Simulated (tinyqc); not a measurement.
# MOSFET in the linear regime without short-channel effects, parameter extraction from computed curves, step by step

Program tinyqc, `OMP_NUM_THREADS=1 python tinyqc.py 2210047 2210048 out.jsonl`; Intel Xeon 2.30GHz, shared host, one thread, about 0.01 s. Printed values are rounded.

Inversion charge Q = Cox n Vt W0(exp((Vg - VT)/(n Vt))), W0 the Lambert function and n = nf; u = Q/Cox; mobility mu = mu0/(1 + th1 u + th2 u^2); channel resistance Rch = (L - dL)/(W mu Q); Id = Vd/(Rch + Rsd/W). Cox = eps0 eox/tox. Small Vd, no channel-length or drain effects.

Parameters, values chosen for the exercise; channel values of the order met in silicon transistors: temperature T = 300 K; relative permittivity of the gate insulator (close to silicon dioxide) eox = 3.9; insulator thickness tox = 2.6 nm; low-field mobility mu0 = 160 cm^2/(V s); first mobility attenuation factor th1 = 0.05 1/V; second mobility attenuation factor th2 = 0 1/V^2; threshold voltage VT = 0.61 V; body factor nf = 1.17; gate width W = 10 um; drawn gate length L = 0.76 um; drawn less effective length dL = 0.01 um; source plus drain resistance Rsd = 120 ohm um; drain voltage Vd = 0.05 V.

Constants: q = 1.602176634e-19 C, kB = 1.380649e-23 J/K, Vt = kB T/q, eps0 = 8.8541878128e-14 F/cm where lengths are in cm. Results are converted to the units shown.

## Transfer curve

Vg, point 0 to 8 (V): 0.37  0.49  0.61  0.73  0.85  0.97  1.09  1.21  1.33

u, mu, Rch and Id as defined.

```
point       u (V)  mu (cm^2/(V s))  Rch (ohm)     Id (uA)
0      1.08274e-5          160.000  3.25971e7  0.00153388
1      5.61839e-4          159.996  6.28205e5   0.0795903
2       0.0171543          159.863    20592.1     2.42670
3       0.0877753          159.301    4038.60     12.3439
4        0.185193          158.532    1923.45     25.8338
5        0.291474          157.702    1228.53     40.3054
6        0.401767          156.849    896.117     55.0590
7        0.514298          155.989    703.903     69.8418
8        0.628245          155.127    579.435     84.5402
```

## Threshold and mobility at the peak transconductance

gm_i = (Id_(i+1) - Id_(i-1))/(Vg_(i+1) - Vg_(i-1)); at the point j of largest gm the tangent meets the axis at V_ext = Vg_j - Id_j/gm_j; field-effect mobility gm_j L/(W Cox Vd) with the drawn L.

gm, point 1 to 7 (uS): 10.1049  51.1011  97.5296  116.506  121.772  123.068  122.838
j = 6
V_ext = 0.642615 V
field-effect mobility = 140.848 cm^2/(V s)

V_ext is 33 mV above the model VT, and the mobility so found is 13 % below mu0 L/(L - dL) = 162 cm^2/(V s), the value for the drawn L; attenuation, series resistance and the slow approach of Q to a straight line all lower the peak gm.

## The Y function

Y_i = Id_i/sqrt(gm_i). For Id = beta Vd x/(1 + th x), x = Vg - VT, Y = sqrt(beta Vd) x whatever th. Slope s from points 4 and 7; VT_Y = Vg - Y/s at point 7; beta = s^2/Vd; mobility beta L/(W Cox) with the drawn L; th* = (beta Vd x/Id - 1)/x at point 7.

Y, point 1 to 7 (uA^0.5 V^0.5): 0.0250377  0.339470  1.24992  2.39339  3.65250  4.96312  6.30157
s = 10.8561 uA^0.5 V^-0.5
VT_Y = 0.629534 V
beta = 2357.08 uA/V^2
mobility from Y = 134.880 cm^2/(V s)
th* = -0.0353132 1/V

The mobility from Y is 17 % below mu0 L/(L - dL) = 162 cm^2/(V s), which it should reach in deep inversion when th2 = 0. th* compares with th1 + mu0 Cox Rsd/(L - dL) = 0.0840 1/V, since series resistance enters like th1. The match is poor here: at these overdrives Q is not yet a straight line in Vg.
